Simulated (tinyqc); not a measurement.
Worked calculation: cyclotron resonance of ellipsoidal valleys, Si type. Values are carried at full precision from step to step, so a last printed digit may differ when a step is redone from the rounded ones.

Valleys along [100], [010], [001] (each with its opposite partner), mass ml along the axis and mt across it. B lies in the (1-10) plane, b = (sin(theta)/sqrt2, sin(theta)/sqrt2, cos(theta)). For the angle phi between B and the axis, 1/mc^2 = cos^2(phi)/mt^2 + sin^2(phi)/(mt ml). Resonance: h nu = 2 muB B/mc, h = 2 pi hbar.

Constants: hbar = 6.58211957e-16 eV s; muB = 5.788381798e-05 eV/T.

Values chosen for the exercise (near those of Si; not measured data):
```
symbol  value  unit     meaning
theta   76     degrees  angle of B from [001] towards [110]
ml      0.882  m0       longitudinal mass
mt      0.182  m0       transverse mass
nu      9.4    GHz      microwave frequency
tau     26     ps       scattering time
```

## Angles to the valley axes

Give b and cos^2(phi) for each axis.

b: [0.6861, 0.6861, 0.2419]

cos^2(phi): [100] 0.4707, [010] 0.4707, [001] 0.0585

## Cyclotron masses and resonance fields

For each axis, mc and B = h nu mc/(2 muB).

Resonances:
```
axis   mc (m0)   B (T)
[100]   0.2390  0.0803
[010]   0.2390  0.0803
[001]   0.3620  0.1216
```

2 distinct masses appear; the limits are mt = 0.182 (B along the axis) and sqrt(ml mt) = 0.4007 (B across it).

## The same from the mass tensor

For the valley along [001]: M = mt 1 + (ml - mt) a a^T, and mc^2 = det M/(b M b).

M (m0), rows x, y, z and columns alike:
```
[[0.1820, 0, 0],
 [0, 0.1820, 0],
 [0, 0, 0.8820]]
```

det M = 0.029215
b M b = 0.2230
mc = 0.3620 m0

## Line shape

For linear polarisation and one isotropic mass the absorbed power goes as P = [1 + (w^2 + wc^2) tau^2]/([1 + (wc^2 - w^2) tau^2]^2 + 4 w^2 tau^2), w = 2 pi nu. List it for wc/w = 0, 0.5, 0.8, 0.9, 1, 1.1, 1.2, 1.5 and 2, which is B over the resonance field.

w tau = 1.536

Power:
```
wc/w       P
0.0   0.2978
0.5   0.3939
0.8   0.5148
0.9   0.5410
1.0   0.5479
1.1   0.5323
1.2   0.4972
1.5   0.3463
2.0   0.1714
```

The largest listed value lies at wc/w = 1.0, 1.8 times the zero-field value. The line is so broad that on the low-field side it reaches half its height only near zero field, or not at all. The closest two lines of this crystal are 51.5 % apart, so they merge at this w tau.

## Checks

- Rotation frequency of dv/dt = -M^-1 (v x b) for the valley along [001], in units of e B/m0, against 1/mc: both 2.7626.

Computed by tinyqc, a small Python program: `OMP_NUM_THREADS=1 python tinyqc.py 1252591 1252592 out.jsonl` (the numbers bound the seed that draws the inputs); one thread of a shared host (Intel(R) Xeon(R) Processor @ 2.30GHz), about 0.01 s for the whole set of steps.
